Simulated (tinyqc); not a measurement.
## Thickness from two neighbouring fringes

Question. At normal incidence a transparent film with an index between those of air and substrate, taken as constant, has reflectance minima at 2 n1 d = (m + 1/2) lam (small phase shifts at the substrate neglected). Find d and the order m of the shorter wavelength.

Values chosen for this exercise:
- n1 = 1.463 (index of the transparent film)

wavelengths of two neighbouring reflectance minima (nm): 515  608.63636

Answer. Neighbouring orders differ by one: 2 n1 d (1/lam1 - 1/lam2) = 1.

d = 1144 nm
m = 6

Numbers from tinyqc (`OMP_NUM_THREADS=1 python tinyqc.py 2870213 2870214 out.jsonl`; about 0.4 s on one thread of a shared Intel Xeon 2.30GHz).
